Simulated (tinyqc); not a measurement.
## Schottky emission and Poole-Frenkel conduction in an insulator, and how to tell them apart: activation energy against field

Schottky emission (electrode-limited): J = As T^2 exp[-(pb - b sqrt(F))/Vt], b = sqrt(q/(4 pi eps0 ei)). Poole-Frenkel emission (bulk-limited): J = s0 F exp[-(pt - 2 b sqrt(F))/Vt]. F in V/cm.

The activation energy is -d ln J/d(q/kB T) at fixed F.

Values chosen for this exercise; dielectric values close to those of zirconium oxide: temperature T = 350 K; high-frequency relative permittivity ei = 4.45; trap depth pt = 0.88 eV; Poole-Frenkel prefactor s0 = 0.075 S/cm; electrode barrier pb = 1.42 eV; Richardson constant As = 71 A/(cm^2 K^2).

Constants: q = 1.602176634e-19 C, kB = 1.380649e-23 J/K, Vt = kB T/q, eps0 = 8.8541878128e-14 F/cm where lengths are in cm. Results are converted to the units shown.

Results:
```
F (MV/cm)	sqrt(F) ((V/cm)^0.5)	J, Schottky (A/cm^2)	its Ea (eV)	J, Poole-Frenkel (A/cm^2)	its Ea (eV)
0.2	447.2	4.474e-13	1.400	6.629e-7	0.7191
1.1	1049	1.618e-11	1.292	0.004768	0.5027
1.56	1249	5.339e-11	1.256	0.07365	0.4306
2.01	1418	1.461e-10	1.225	0.7102	0.3699
2.46	1568	3.589e-10	1.198	5.246	0.3157
2.91	1706	8.145e-10	1.173	31.97	0.2663
3.37	1836	1.767e-9	1.150	174.3	0.2195
```

Estimate the missing row, F = 0.65 MV/cm.

Computed row:
```
F (MV/cm)	sqrt(F) ((V/cm)^0.5)	J, Schottky (A/cm^2)	its Ea (eV)	J, Poole-Frenkel (A/cm^2)	its Ea (eV)
0.65	806.2	3.807e-12	1.335	1.560e-4	0.5899
```

With this row back in the table: Both activation energies fall linearly in sqrt(F), the Poole-Frenkel one twice as fast (0.719 to 0.220 eV against 1.40 to 1.15 eV). They extrapolate to pt = 0.88 eV and to pb + 2 kB T = 1.48 eV, the 2 kB T coming from the T^2. The Schottky current is the smaller one in every row. For F = 2.01, 2.46, 2.91, 3.37 a Fowler-Nordheim estimate for tunnelling through pb with a mass of 0.4 m0 exceeds the Schottky current, so tunnelling, left out here, would compete.

Computed by the program tinyqc: `OMP_NUM_THREADS=1 python tinyqc.py 2370086 2370087 out.jsonl`, one thread of a shared Intel Xeon 2.30GHz, about 0.01 s for the whole run.
